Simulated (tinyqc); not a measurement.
# Charge neutrality of a doped semiconductor with incomplete ionisation, step by step

A worked calculation. Computed by tinyqc, a small Python program that keeps every step. Command: `OMP_NUM_THREADS=1 python tinyqc.py 3002021 3002022 out.jsonl dopant walk`. One thread of a shared host (Intel(R) Xeon(R) Processor @ 2.30GHz), about 0.05 s of CPU time with the checks. Intermediate numbers are printed to about 6 digits and carried at full precision; extremes and crossings named in words are read from the listed rows.

Energies are counted from the top of the valence band; E_D is measured down from the conduction band and E_A up from the valence band.

Inputs (values chosen for the exercise, modelled on CdS):
```
quantity,value,unit
gap at 0 K E_g0,2.62,eV
Varshni alpha,0.000389,eV/K
Varshni beta,216,K
electron mass m_e,0.199,m_0
valleys M_c,1,-
hole mass m_h,0.82,m_0
donor density N_D,9.6e+17,cm^-3
acceptor density N_A,0,cm^-3
donor depth E_D,0.0321,eV
donor degeneracy g_D,2,-
static dielectric constant eps_s,8.41,-
temperature T,200,K
iteration cap,60,-
```

Doping: n-type. Statistics of the bands: Fermi-Dirac. Solver: Newton steps on the logarithm. Start of Newton steps: intrinsic level E_i.

ratios u of density to N: [0.0031, 0.015, 0.074, 0.36, 1.7, 8.5, 41]

Constants: m_0 = 9.1093837015e-31 kg; k_B = 1.380649e-23 J/K; h = 6.62607015e-34 J s; k_B = 8.617333262e-05 eV/K.

## Gap and effective densities of states

E_g = E_g0 - alpha T^2/(T + beta). N_c = 2 M_c (2 pi m_e k_B T/h^2)^(3/2) and N_v = 2 (2 pi m_h k_B T/h^2)^(3/2), masses in units of m_0. n_i = sqrt(N_c N_v) exp(-E_g/(2 k_B T)); E_i = E_g/2 + (k_B T/2) ln(N_v/N_c).

gap E_g = 2.58260 eV

N_c = 1.21259e+18 cm^-3

N_v = 1.01428e+19 cm^-3

k_B T = 0.0172347 eV

intrinsic density n_i = 1.01311e-14 cm^-3

intrinsic level E_i = 1.30960 eV

## Charges at trial Fermi levels

n = N_c F_1/2((E_F - E_g)/k_B T), p = N_v F_1/2(-E_F/k_B T). F_1/2(eta) = (2/sqrt(pi)) int_0^infinity sqrt(x)/(1 + exp(x - eta)) dx, by the trapezoid rule in t = sqrt(x) with step 0.02 up to t = 12 (for eta < -12 by exp(eta) - exp(2 eta)/2^(3/2)). N_D+ = N_D/(1 + g_D exp((E_F - E_g + E_D)/k_B T)). Neutrality: p + N_D+ = n + N_A-; the log ratio is ln[(p + N_D+)/(n + N_A-)]. The last column is ln[(p + N_D+)/(n + N_A-)], which vanishes at neutrality; trial levels are the majority level plus multiples of k_B T, rounded to 0.1 meV.

Densities (cm^-3):
```
E_F (eV),n,p,N_D+,N_A-,log ratio
2.4471,4.66985e+14,2.19761e-43,9.55261e+17,0,7.62344
2.4988,9.35320e+15,1.09438e-44,8.73029e+17,0,4.53625
2.5333,6.80605e+16,1.47845e-45,5.52548e+17,0,2.09414
2.5677,4.48577e+17,2.00892e-46,1.49373e+17,0,-1.09963
2.6022,2.08692e+18,2.71395e-47,2.33175e+16,0,-4.49424
```

The log ratio changes sign between 2.5333 and 2.5677 eV.

## Solving for the Fermi level

Newton steps from the start named, with the slope from a central difference of 1e-6 eV; the function is the log ratio y = ln[(p + N_D+)/(n + N_A-)]; the bracket -0.3 to E_g + 0.3 eV is narrowed by the sign of y at each step, and a step that would leave it is replaced by its midpoint; stop when |log ratio| < 1e-9.

Course of the iteration:
```
step,E_F (eV),log ratio
1,1.30960,7.36289e+01
2,2.57857,-2.19346e+00
3,2.55672,-1.24818e-02
4,2.55659,-3.70750e-06
5,2.55659,-3.32401e-13
```

Fermi level E_F (last iterate) = 2.55659 eV

converged (1 yes, 0 no) = 1

steps = 5

Converged in 5 steps.

## Densities at the solution

The formulas are those given above.

majority density n = 2.49434e+17 cm^-3

minority density p = 3.82703e-46 cm^-3

ionised share of the donors = 0.259827

distance of E_F from the majority band edge = 0.0260037 eV

n is 26.0 % of the net doping; n p / n_i^2 = 0.9300, below one because the majority band is degenerate. Caution: N^(1/3) a is above 0.2 for the radius a = e^2/(8 pi eps_0 eps_s E) of the dopant: near the Mott value, 0.26, the level broadens, and above it the level has merged with the band and all dopants are ionised, so such results of a fixed depth are only formal.

## The closed form for the extrinsic range

With Boltzmann statistics, no holes and every acceptor ionised, n (n + N_A) = n1 (N_D - N_A - n) with n1 = (N_c/g_D) exp(-E_D/k_B T). Take the positive root.

n1 = 9.41457e+16 cm^-3

n from the quadratic = 2.57223e+17 cm^-3

Against the full solution, 2.4943e17 cm^-3, the quadratic is off by 3.1 %, since the band is partly degenerate.

## Carrier density against temperature

Neutrality is solved by bisection at each T. The last column is -k_B d ln(n T^-3/4)/d(1/T) from this row and the one above; it turns negative as ionisation nears completion, when the density grows more slowly than that power of T.

Against temperature:
```
T (K),n (cm^-3),E_F from the band edge (eV),ionised share,activation energy (eV)
13,5.88810e+10,0.014273,6.13344e-08,-
17,2.09601e+12,0.014020,2.18334e-06,0.0160499
23,4.58171e+13,0.013753,4.77262e-05,0.0160490
34,8.41961e+14,0.013510,8.77043e-04,0.0160378
53,8.27932e+15,0.013597,8.62429e-03,0.0159602
83,4.00615e+16,0.014643,4.17307e-02,0.0156716
120,1.00965e+17,0.017128,1.05172e-01,0.0150286
190,2.31405e+17,0.024670,2.41047e-01,0.0136058
300,4.08045e+17,0.042210,4.25047e-01,0.0100309
600,6.78011e+17,0.113298,7.06261e-01,-0.0006243
```

Between the two coldest rows the activation energy is 0.0160 eV, 0.50 of the dopant depth: without compensation E_F sits halfway between level and band, so half the depth shows. No row comes within 10 % of the net doping.

## Reduced Fermi level from a carrier density

For u = density/N of the majority band, eta solves F_1/2(eta) = u (bisection). Boltzmann: ln u. Joyce-Dixon: ln u + u/sqrt(8) - 4.95009e-3 u^2 + 1.48386e-4 u^3 - 4.42563e-6 u^4. Degenerate limit: (3 sqrt(pi) u/4)^(2/3). The last column is (eta - ln u) k_B T.

Eta by four rules:
```
u,density (cm^-3),exact,Boltzmann,Joyce-Dixon,degenerate,Boltzmann error (meV)
0.0031,3.75904e+15,-5.7753,-5.77635,-5.77526,2.57039e-02,1.88886e-02
0.015,1.81889e+16,-4.1944,-4.19971,-4.19440,7.35335e-02,9.13814e-02
0.074,8.97318e+16,-2.5776,-2.60369,-2.57755,2.13098e-01,4.50444e-01
0.36,4.36533e+17,-0.8950,-1.02165,-0.89501,6.11823e-01,2.18268e+00
1.7,2.06141e+18,1.1181,0.53063,1.11806,1.72209e+00,1.01241e+01
8.5,1.03070e+19,4.8597,2.14007,4.85565,5.03543e+00,4.68726e+01
41,4.97163e+19,14.3175,3.71357,7.60930,1.43752e+01,1.82756e+02
```

Boltzmann statistics place E_F within 1 meV of the exact value up to u = 0.0740 of those listed and miss by 183 meV at u = 41. Joyce-Dixon stays within 0.01 in eta up to u = 8.50; the degenerate limit is still 0.40 % high at the last u. Past u of about 10 the Joyce-Dixon series fails. A parabolic band is assumed throughout.

Checks made by the program: neutrality at the solution (relative difference 2e-09).
